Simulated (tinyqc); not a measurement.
# Metal gate on a two-layer dielectric stack with fixed charge and a dipole: threshold against doping

Gate, layer 2, layer 1, p-type semiconductor; x runs from the gate inwards. Charges are counted in units of +q. psi is the band bending at the surface, positive towards inversion. Classical charge, Boltzmann statistics, no interface traps.

EOT = 3.9 (t1/e1 + t2/e2), Cox = eps0/(t1/e1 + t2/e2); phi_ms = pM - (chi + Eg - Vt ln(Nv/Na)). Vfb = phi_ms + Vd - (q/eps0) [Q1 (t1/e1 + t2/e2) + Q2 t2/e2 + r1 (t1^2/(2 e1) + t1 t2/e2) + r2 t2^2/(2 e2)]: each charge counts with its electrical distance from the gate. ni = sqrt(Nc Nv) exp(-Eg/(2 Vt)), Eg in volts, pB = Vt ln(Na/ni), Vth = Vfb + 2 pB + sqrt(4 q eps0 eps_r Na pB)/Cox.

Parameters, values chosen for the exercise; band and dielectric values close to those of silicon, layer 1 close to silicon dioxide, layer 2 close to zirconium oxide: temperature T = 250 K; band gap Eg = 1.12 eV; relative permittivity eps_r = 11.8; conduction-band density of states at T Nc = 2.09e19 cm^-3; valence-band density of states at T Nv = 1.98e19 cm^-3; electron affinity chi = 4.08 eV; work function of the gate metal pM = 4.9 eV; thickness of layer 1, next to the semiconductor t1 = 1.4 nm; relative permittivity of layer 1 e1 = 3.91; thickness of layer 2, next to the gate t2 = 3.5 nm; relative permittivity of layer 2 e2 = 25; fixed charge at the semiconductor interface Q1 = 3.9e11 cm^-2; fixed charge between the layers Q2 = -4.1e11 cm^-2; uniform charge density in layer 1 r1 = 0 cm^-3; uniform charge density in layer 2 r2 = 0 cm^-3; flat-band shift by a dipole layer between the layers Vd = -0.05 V.

Constants: q = 1.602176634e-19 C, kB = 1.380649e-23 J/K, Vt = kB T/q, eps0 = 8.8541878128e-14 F/cm where lengths are in cm. Results are converted to the units shown.

Result of one run:
```
phi_ms (V)  2 pB (V)  Qd/Cox (V)  Vth (V)
-0.1684       0.8556     0.06315   0.6756
```

Which acceptor density Na gave this result: 4.1e15, 1.3e16, 4.4e16, 1.4e17 or 1.5e18 cm^-3?

Na = 4.4e16 cm^-3.

The whole series:
```
Na (cm^-3)  phi_ms (V)  2 pB (V)  Qd/Cox (V)  Vth (V)
1.3e15        -0.09251    0.7039    0.009845   0.5464
4.1e15         -0.1173    0.7534     0.01809   0.5794
1.3e16         -0.1421    0.8031     0.03326   0.6194
4.4e16         -0.1684    0.8556     0.06315   0.6756
1.4e17         -0.1933    0.9055      0.1159   0.7533
4.6e17         -0.2189    0.9567      0.2159   0.8789
1.5e18         -0.2444     1.008      0.4001    1.089
```

Vth rises from 0.546 to 1.09 V. Of the change, phi_ms + 2 pB gives 152 mV (Vt ln 10 a decade) and the depletion charge 390 mV, growing as Na^(0.53).

Numbers from tinyqc (`OMP_NUM_THREADS=1 python tinyqc.py 2010146 2010147 out.jsonl`; about 0.01 s on one thread of a shared Intel Xeon 2.30GHz).
